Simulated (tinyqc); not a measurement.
Valley splitting of a silicon quantum well in envelope theory, step by step. Values are carried at full precision from step to step, so a last printed digit may differ when a step is redone from the rounded ones.

Constants: hbar^2/2m0 = 3.80998211 eV angstrom^2; kB = 8.617333262e-05 eV/K.

Inputs chosen for the exercise (near those of a strained Si well in SiGe; the results hold for these values, not for the real material): k0 = 0.831 2 pi/a (valley position); a = 5.431 angstrom (lattice constant); ml = 0.921 m0 (mass along z); F = 1.4 mV/nm (field pressing towards the upper interface); w = 1 angstrom (interface width parameter); L = 78 angstrom (well width); V0 = 0.18 eV (conduction offset); C0 = 0.246 (Bloch overlap factor); Yb = 0.28 (Ge share of the barrier); Yw = 0.02 (Ge share of the well); ad = 110 angstrom (dot radius).

## Wave number and lengths

q = 2 k0 (2 pi/a), its wavelength, the field length (c/(ml e F))^(1/3) with c = hbar^2/2m0 and 1 mV/nm = 1e-4 eV/angstrom, and the damping factor y/sinh(y), y = pi q w, of a step smoothed as 1/(1 + exp(z/w)).

q = 1.9228 1/angstrom
wavelength = 3.268 angstrom
field length = 30.9 angstrom
damping factor = 0.0288

## The envelope

The well lies at 0 < z < L; U(z) = V0 [1/(1 + exp(z/w)) + 1/(1 + exp((L - z)/w))] - e F z, 1 mV/nm = 1e-4 eV/angstrom. The envelope psi solves -(c/ml) psi'' + U psi = E psi, c = hbar^2/2m0, by three-point differences on a grid of 0.1 angstrom from -40 to L + 40 angstrom. The two valleys at +/- k0 couple through D = C0 times the integral of exp(-i q z) U(z) psi^2, q = 2 k0 (2 pi/a), and split by Ev = 2|D|.

Two lowest levels, mean position, and psi^2 at both interfaces.

levels (meV): -0.29  16.35

<z> = 43.1 angstrom
psi^2 at z = 0 and L (1/angstrom): 0.000328  0.00101

The field makes psi^2 at the upper interface 3.07 times that at the lower one. The orbital spacing is 16.6 meV.

## Contributions to the coupling

Split D into the lower barrier, the upper barrier and the field term.

Parts of D (micro-eV):
```
part            real  imaginary   size
lower barrier  0.241      0.076  0.253
upper barrier  0.692      0.353  0.777
field term     0.001      0.001  0.001
```

## Valley splitting and phase

The inter-valley coupling D is the sum of the complex parts; Ev = 2|D|, the valley phase is arg D, and kB T equals Ev at T = Ev/kB.

Ev = 2.06 micro-eV
phase = 0.43 rad
T = 0.024 K

The upper barrier gives the largest part.

## Alloy disorder

Random alloy: with Y(z) = Yw + (Yb - Yw) B(z), B the bracket in U, and in-plane density exp(-r^2/ad^2)/(pi ad^2), D gains a random complex part of variance sigma^2 = (C0^2/pi)(a^2 V0/(8 ad (Yb - Yw)))^2 (4/a) times the integral of psi^4 Y (1 - Y). Alone it gives a mean splitting sqrt(pi) sigma; together with the smooth part the rms splitting is 2 sqrt(|D|^2 + sigma^2).

Give the integral, sigma, the mean splitting from disorder alone and the rms total.

integral = 0.000348 1/angstrom
sigma = 51.5 micro-eV
sqrt(pi) sigma = 91.3 micro-eV
rms splitting = 103.1 micro-eV

|D|/sigma = 0.02: disorder dominates, so the splitting scatters from dot to dot down to zero.

## Checks

- Lowest level for sharp walls and no field against the square well, meV: both 5.3.
- Size of one barrier part in that case against C0 V0 psi(0)^2/sqrt(q^2 + 4 kappa^2), micro-eV: both 15.

Computed by tinyqc, a small Python program: `OMP_NUM_THREADS=1 python tinyqc.py 1281122 1281123 out.jsonl` (the numbers bound the seed that draws the inputs); one thread of a shared host (Intel(R) Xeon(R) Processor @ 2.30GHz), about 0.2 s for the whole set of steps.
